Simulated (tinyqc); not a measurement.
Inside a calculation. Method: Hubbard ring of 4 sites. One step of it, computed by the program tinyqc.

Task: Mean-field iteration 3. H(up) = T + U n(down), H(down) = T + U n(up); fill the lowest levels; n(new) = n + mixing (n(out) - n); E = tr T (rho up + rho down) + U sum n_up n_down of the output.

one-body matrix (hopping and site energies) (eV), order 1, 2, 3, 4:
```
[[0.000000, -1.500000, 0.000000, -1.500000],
 [-1.500000, 0.000000, -1.500000, 0.000000],
 [0.000000, -1.500000, 0.000000, -1.500000],
 [-1.500000, 0.000000, -1.500000, 0.000000]]
```

U = 8.500000 eV

electrons, up and down: [2, 1]

mixing = 0.200000

n(up) after iteration 2: [0.590000, 0.410000, 0.590000, 0.410000]

n(down) after iteration 2: [0.242987, 0.257013, 0.242987, 0.257013]

Give: levels, up; levels, down; energy; n(up) after iteration 3; n(down) after iteration 3.

Result:

levels, up (eV): [-0.8756, 2.0654, 2.1846, 5.1256]

levels, down (eV): [1.1540, 3.4850, 5.0150, 7.3460]

energy = -2.1919 eV

n(up) after iteration 3: [0.6230, 0.3770, 0.6230, 0.3770]

n(down) after iteration 3: [0.2320, 0.2680, 0.2320, 0.2680]
